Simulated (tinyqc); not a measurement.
Thickness of the film: ellipsoidal valleys in the axes of a wafer and a channel.

Valleys with axes a along [111], [1-1-1], [-11-1] and [-1-11], one whole valley each; inverse mass tensor w = 1/mt + (1/ml - 1/mt) a a. Device axes: z = nz/|nz|, x = nx/|nx|, y = z cross x; in them a = (ax, ay, az). Confinement mass mz = 1/w_zz. In the plane w_ij is replaced by u_ij = w_ij - w_iz w_jz/w_zz (i, j = x, y); density-of-states mass md = 1/sqrt(det u); conductivity mass along x mc = 1/u_xx; ballistic transport mass mx = u_yy/det u, width mass my = 1/u_yy.

Hard walls: E_n = c (n pi/t)^2/mz, c = hbar^2/2m0, n = 1, 2, 3. Non-degenerate share of a valley proportional to md sum_n exp(-E_n/kT); mean 1/mc = sum of share/mc. 1 nm = 10 angstrom.

Constants: hbar^2/2m0 = 3.80998211 eV angstrom^2; kB = 8.617333262e-05 eV/K.

Parameters, chosen for this exercise (near those of the L valleys of Ge; not measured data): ml = 1.587 m0 (longitudinal mass); mt = 0.079 m0 (transverse mass); nz = (1, 1, 1) (surface normal (confinement)); nx = (1, -1, 0) (channel direction); T = 400 K (temperature).

Share of the lowest ladder and mean conductivity mass.

Results:
```
t (nm)  lowest E1 (meV)  spread of E1 (meV)  share of the lowest ladder  mean mc
2.0                59.2              1005.1                       1.000   0.0790
3.0                26.3               446.7                       1.000   0.0790
4.0                14.8               251.3                       0.993   0.0792
5.0                 9.5               160.8                       0.928   0.0818
7.0                 4.8                82.0                       0.627   0.0959
10.0                2.4                40.2                       0.371   0.1124
14.0                1.2                20.5                       0.246   0.1226
```

The spread falls as 1/t^2 and passes kT = 34.5 meV between t = 10 and 14 nm; the share of the lowest ladder goes from 1.000 to 0.246 and the mean mass goes from 0.0790 to 0.1226, against 0.1223 for equal shares, the limit of a thick film (the bulk value 3/(1/ml + 2/mt) is 0.1156; the two differ since axes are tilted in the x-z plane and in a quantised film no valley carries current across it; once scattering blurs the subbands the bulk value returns). Three subbands a valley become too few once E3 nears kT.

(tinyqc, `OMP_NUM_THREADS=1 python tinyqc.py 1881159 1881160 out.jsonl`, Intel(R) Xeon(R) Processor @ 2.30GHz, 1 thread, shared host, about 0.01 s.)
